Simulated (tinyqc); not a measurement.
# Yield against design margin

Cells fail independently with probability Q(k) = erfc(k/sqrt(2))/2 when the margin is k standard deviations, and Y = exp(-Nb Q(k)). phi = exp(-k^2/2)/sqrt(2 pi).  k = margin/s(dVT). With one spare that repairs any one cell, Y1 = exp(-x)(1 + x), x = Nb Q(k).

Values chosen for this exercise:
```
symbol    value  unit          meaning
Nb      8388608        number of cells
```

s(dVT) = 12.1 mV

Results:
```
M (mV),k,Q(k),expected failures x,Y,Y1
57,4.7107,1.2341e-6,10.352,3.1924e-5,3.6241e-4
61,5.0413,2.3116e-7,1.9391,0.14383,0.42273
64,5.2893,6.1407e-8,0.51512,0.59743,0.90518
67,5.5372,1.5368e-8,0.12892,0.87905,0.99237
71,5.8678,2.2085e-9,0.018526,0.98164,0.99983
75,6.1983,2.8530e-10,0.0023932,0.99761,1.0000
85,7.0248,1.0719e-12,8.9919e-6,0.99999,1.0000
```

Estimate the missing row, M = 80 mV.

Computed row:
```
M (mV),k,Q(k),expected failures x,Y,Y1
80,6.6116,1.9013e-11,1.5949e-4,0.99984,1.0000
```

With this row back in the table: Over a change of the margin from 57 to 85 mV, k goes from 4.71 to 7.02, the expected failures fall by 6.1 decades and the yield goes from 3.19e-5 to 1.000. The spare helps most at M = 64 mV among the rows, where it lifts the yield from 0.597 to 0.905.

tinyqc, about 0.01 s, one thread, Intel Xeon 2.30GHz (shared host): `OMP_NUM_THREADS=1 python tinyqc.py 2090053 2090054 out.jsonl`
